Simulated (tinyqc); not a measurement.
Mobility of a non-polar semiconductor in the relaxation-time approximation: one step, computed by the program tinyqc. Command: `OMP_NUM_THREADS=1 python tinyqc.py 3009104 3009105 out.jsonl rta walk`. One thread of a shared host (Intel(R) Xeon(R) Processor @ 2.30GHz), about 0.01 s of CPU time with the checks.

Each valley is treated as a sphere of mass m_d for states and rates, with one isotropic relaxation time; the conductivity mass m_c sets the current.

Task: Rates at a few energies. Kane band: hbar^2 k^2/(2 m) = E (1 + alpha E), speed v = hbar k/(m (1 + 2 alpha E)), states per spin, volume and energy g(E) = m k (1 + 2 alpha E)/(2 pi^2 hbar^2); overlap factors are set to 1. Here m = m_d. Masses are multiplied by m_0 and all formulas are in SI units. Phonon occupation N_q = 1/(exp(hbar w/(k_B T)) - 1). Acoustic deformation potential (elastic, equipartition, absorption and emission together): 1/tau = 2 pi k_B T D_A^2 g(E)/(hbar rho v_l^2). Optical or intervalley deformation potential: 1/tau = (pi Z_f D_o^2/(rho w)) [N_q g(E + hbar w) + (N_q + 1) g(E - hbar w)], with g = 0 below the band edge. Each optical term is multiplied by (1 - f(E'))/(1 - f(E)), E' the final energy, for Pauli blocking. Singly charged impurities, momentum relaxation: 1/tau = N_I e^4 m (1 + 2 alpha E) Phi/(8 pi (eps_s eps_0)^2 hbar^3 k^3), with alpha = 0 for a parabolic band. Brooks-Herring: Phi = ln(1 + b) - b/(1 + b), b = 4 k^2 L_s^2.

Inputs (values chosen for the exercise, modelled on electrons in germanium): non-parabolicity alpha = 0.59 1/eV; static permittivity eps_s = 16; density rho = 5323 kg/m^3; sound velocity v_l = 5320 m/s; acoustic deformation potential D_A = 12 eV; phonon energy hbar w = 33.1 meV; optical or intervalley deformation potential D_o = 5.5 1e8 eV/cm; final valleys Z_f = 3; temperature T = 500 K.

Band: Kane. Impurity formula: Brooks-Herring. Further scattering: none.

reduced Fermi level eta = -9.912402

density-of-states mass m_d = 0.2185464 m_0

ionised impurity density N_I = 1.20e+15 1/cm^3

screening length L_s = 178.1819 nm

Constants: k_B = 8.617333262e-05 eV/K; k_B = 1.380649e-23 J/K; e = 1.602176634e-19 C; hbar = 1.054571817e-34 J s; m_0 = 9.1093837015e-31 kg; hbar = 6.582119569e-16 eV s; eps_0 = 8.8541878128e-12 F/m.

Give: Rates (1e12/s) at E = (max(eta, 0) + 0.5, 1, 2, 4) k_B T.

Result:

Rates (1e12/s) at E = (max(eta, 0) + 0.5, 1, 2, 4) k_B T:
```
E (meV)  acoustic  optical  ionised impurity
21.5         3.32    1.299           0.05346
43.1         4.84    2.703           0.02056
86.2         7.27    4.847           0.00791
172.3       11.49    8.069           0.00305
```
